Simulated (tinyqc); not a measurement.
Worked calculation: plane-wave Kohn-Sham cycle with exchange-only LDA in a layered model solid. Computed by tinyqc, a small Python program that keeps every step. Settings: points = 16, plane-wave index or count = 3, electrons = 2, k points = 3, area = 26.0, mixing = 0.8, iteration cap = 60. Command: `OMP_NUM_THREADS=1 python tinyqc.py 26886 26887 out.jsonl` (the two numbers bound the seeds that draw the settings). One thread of a shared host (Intel(R) Xeon(R) Processor @ 2.60GHz), about 0.01 s of CPU time with the checks. Later iterations appear only in the table of the cycle.

## Iteration 1: potential

A solid whose potential varies along x alone (atomic units):
```
parameter                      value
period a                   11.000000
cross-section of the cell  26.000000
electrons per cell                 2
grid points                       16
plane waves -n..n, n               3
k points                           3
V1 in V1 cos(2 pi x/a)     -0.580000
```

density at the start, on the grid x_j = j a/N (e/bohr^3): 0.00699301  0.00699301  0.00699301  0.00699301  0.00699301  0.00699301  0.00699301  0.00699301  0.00699301  0.00699301  0.00699301  0.00699301  0.00699301  0.00699301  0.00699301  0.00699301

V_H(G) = 4 pi rho(G)/G^2 for G != 0 (uniform background); v_x = -(3 rho/pi)^(1/3); V = V_ext + V_H + v_x; Fourier components f(G_m) = (1/N) sum_j f(x_j) exp(-i G_m x_j).

Potentials on the grid (hartree):
```
x              V_ext       V_H        v_x          V
0.000000   -0.580000  0.000000  -0.188312  -0.768312
0.687500   -0.535850  0.000000  -0.188312  -0.724162
1.375000   -0.410122  0.000000  -0.188312  -0.598434
2.062500   -0.221956  0.000000  -0.188312  -0.410269
2.750000           0  0.000000  -0.188312  -0.188312
3.437500    0.221956  0.000000  -0.188312   0.033644
4.125000    0.410122  0.000000  -0.188312   0.221810
4.812500    0.535850  0.000000  -0.188312   0.347538
5.500000    0.580000  0.000000  -0.188312   0.391688
6.187500    0.535850  0.000000  -0.188312   0.347538
6.875000    0.410122  0.000000  -0.188312   0.221810
7.562500    0.221956  0.000000  -0.188312   0.033644
8.250000           0  0.000000  -0.188312  -0.188312
8.937500   -0.221956  0.000000  -0.188312  -0.410269
9.625000   -0.410122  0.000000  -0.188312  -0.598434
10.312500  -0.535850  0.000000  -0.188312  -0.724162
```

V(G_m), m = 0, 1, 2, ... (hartree): -0.188312  -0.290000  0.000000  0.000000  0.000000  0.000000  0.000000

## Iteration 1: Hamiltonian at one k

k = 0.000000 2 pi / a

H(m,m') = (k + G_m)^2/2 delta + V(G_m - G_m'), with V(-G) = V(G).

H (hartree), lower triangle:
```
           -3         -2         -1         +0         +1         +2        +3
-3   1.279893
-2  -0.290000   0.464224
-1   0.000000  -0.290000  -0.025178
+0   0.000000   0.000000  -0.290000  -0.188312
+1   0.000000   0.000000   0.000000  -0.290000  -0.025178
+2   0.000000   0.000000   0.000000   0.000000  -0.290000   0.464224
+3   0.000000   0.000000   0.000000   0.000000   0.000000  -0.290000  1.279893
```

## Iteration 1: levels at that k

Diagonalise the Hermitian matrix.

eigenvalues (hartree): -0.561588  -0.170894  0.142840  0.511485  0.570515  1.378348  1.378860

## Iteration 1: new density

Motion across x is left out: the lowest 1 band(s) hold two electrons at each of the k points (j + 1/2)/nk - 1/2. Residual R = rho(out) - rho(in); rho(new) = rho(in) + 0.8 R. rho(out) = 2/(a A nk) sum |psi|^2 with psi = sum c exp(i G x). Harris energy E = band energy - dV sum rho (V_H/2 + v_x) + (3/4) dV sum rho v_x with rho(in), dV = a A/N, band energy = (2/nk) sum of the filled levels.

rho(out) (e/bohr^3): 0.02732453  0.02262634  0.01284351  0.00502641  0.00140436  0.00030935  0.00006099  0.00000994  0.00000180  0.00000994  0.00006099  0.00030935  0.00140436  0.00502641  0.01284351  0.02262634

density after iteration 1 (e/bohr^3): 0.02325822  0.01949967  0.01167341  0.00541973  0.00252209  0.00164608  0.00144739  0.00140655  0.00140004  0.00140655  0.00144739  0.00164608  0.00252209  0.00541973  0.01167341  0.01949967

energy per cell = -1.02887495 hartree

## Iteration 2: potential

As before.

Potentials on the grid (hartree):
```
x              V_ext        V_H        v_x          V
0.000000   -0.580000   0.405668  -0.281093  -0.455424
0.687500   -0.535850   0.359330  -0.265053  -0.441573
1.375000   -0.410122   0.240779  -0.223386  -0.392729
2.062500   -0.221956   0.093524  -0.172975  -0.301407
2.750000           0  -0.046130  -0.134043  -0.180173
3.437500    0.221956  -0.160219  -0.116272  -0.054535
4.125000    0.410122  -0.242862  -0.111392   0.055869
4.812500    0.535850  -0.292635  -0.110334   0.132882
5.500000    0.580000  -0.309242  -0.110163   0.160595
6.187500    0.535850  -0.292635  -0.110334   0.132882
6.875000    0.410122  -0.242862  -0.111392   0.055869
7.562500    0.221956  -0.160219  -0.116272  -0.054535
8.250000           0  -0.046130  -0.134043  -0.180173
8.937500   -0.221956   0.093524  -0.172975  -0.301407
9.625000   -0.410122   0.240779  -0.223386  -0.392729
10.312500  -0.535850   0.359330  -0.265053  -0.441573
```

V(G_m), m = 0, 1, 2, ... (hartree): -0.166135  -0.156302  0.008271  0.002180  0.001159  0.000119  -0.000082

## Iteration 2: Hamiltonian at one k

k = 0.000000 2 pi / a

As before.

H (hartree), lower triangle:
```
           -3         -2         -1         +0         +1         +2        +3
-3   1.302070
-2  -0.156302   0.486401
-1   0.008271  -0.156302  -0.003001
+0   0.002180   0.008271  -0.156302  -0.166135
+1   0.001159   0.002180   0.008271  -0.156302  -0.003001
+2   0.000119   0.001159   0.002180   0.008271  -0.156302   0.486401
+3  -0.000082   0.000119   0.001159   0.002180   0.008271  -0.156302  1.302070
```

## Iteration 2: levels at that k

As before.

eigenvalues (hartree): -0.325275  -0.058583  0.109049  0.502650  0.512904  1.332005  1.332053

## Iteration 2: new density

As before.

rho(out) (e/bohr^3): 0.02229068  0.01964699  0.01346167  0.00719537  0.00303499  0.00104007  0.00030754  0.00008960  0.00004500  0.00008960  0.00030754  0.00104007  0.00303499  0.00719537  0.01346167  0.01964699

density after iteration 2 (e/bohr^3): 0.02248419  0.01961753  0.01310401  0.00684024  0.00293241  0.00116127  0.00053551  0.00035299  0.00031601  0.00035299  0.00053551  0.00116127  0.00293241  0.00684024  0.01310401  0.01961753

energy per cell = -0.77868810 hartree

## Convergence

Stop when sqrt(dV sum R^2) is below 1e-8, dV = a A/N.

Course of the cycle:
```
iteration  E (hartree)  norm of the residual
1          -1.02887495              1.57e-01
2          -0.77868810              2.02e-02
3          -0.77834533              6.64e-03
4          -0.77848543              1.38e-03
5          -0.77849631              2.90e-04
6          -0.77849696              6.40e-05
7          -0.77849699              1.44e-05
8          -0.77849700              3.28e-06
9          -0.77849700              7.47e-07
10         -0.77849700              1.70e-07
11         -0.77849700              3.89e-08
12         -0.77849700              8.87e-09
```

Converged in 12 iterations. Before convergence this energy mixes input and output and is not variational, so it may rise towards its limit.
